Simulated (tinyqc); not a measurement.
## Trap density from swing and capacitance

Problem. In an MOS structure at one bias the subthreshold swing is S = Vt ln 10 (1 + (Cd + q Dit)/Cox) and 1/C_HF = 1/Cox + 1/Cd, Cox = 3.9 eps0/EOT. Find Cd and Dit.

Parameters, values chosen for the exercise: temperature T = 300 K; equivalent oxide thickness EOT = 9 nm.

Constants: q = 1.602176634e-19 C, kB = 1.380649e-23 J/K, Vt = kB T/q, eps0 = 8.8541878128e-14 F/cm where lengths are in cm. Results are converted to the units shown.

S = 83.789854 mV/decade
C_HF = 83.415305 nF/cm^2

Answer. C_HF gives Cd, and the swing gives Cd + q Dit.

Cd = 107 nF/cm^2
Dit = 3.11e11 cm^-2 eV^-1

Computed by the program tinyqc: `OMP_NUM_THREADS=1 python tinyqc.py 2030041 2030042 out.jsonl`, one thread of a shared Intel Xeon 2.30GHz, about 0.01 s for the whole run.
